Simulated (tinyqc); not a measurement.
Gain factor and gap resistance from two string resistances.

Question. At small bit-line voltage each of the 64 cells has the resistance 1/(K x) at overdrive x (no mobility reduction) in series with a gap resistance Rg. Find K, Rg and the share of the gaps at the higher overdrive.

resistance of a string of 64 equal cells at overdrives of 3.6 and 9 V (kohm): 4782.6173  2412.2469

Solution. The resistance per cell is a straight line in 1/x with slope 1/K and intercept Rg.

K = 4.500 uA/V^2
Rg = 13.00 kohm
share of the gaps = 34.49 %

Computed by the program tinyqc: `OMP_NUM_THREADS=1 python tinyqc.py 2142013 2142014 out.jsonl`, one thread of a shared Intel Xeon 2.30GHz, about 0.3 s for the whole run.
